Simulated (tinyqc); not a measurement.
# Scale length and length offset from two DIBL values

Problem. DIBL = exp(-Le/(2 l)) + 2 exp(-Le/l) with Le = L - dL. Find l, dL and the drawn length for a DIBL of 100 mV/V.

DIBL at drawn lengths 57 and 89 nm (mV/V): [77.529457, 14.153047]

Answer. With e = exp(-Le/(2 l)), 2 e^2 + e = DIBL gives e and so Le/l at each length; Le/l is a straight line in L with slope 1/l.

l = 10.00 nm
dL = 3.300 nm
length for 100 mV/V = 52.51 nm

Numbers from tinyqc (`OMP_NUM_THREADS=1 python tinyqc.py 2002183 2002184 out.jsonl`; about 0.01 s on one thread of a shared Intel Xeon 2.30GHz).
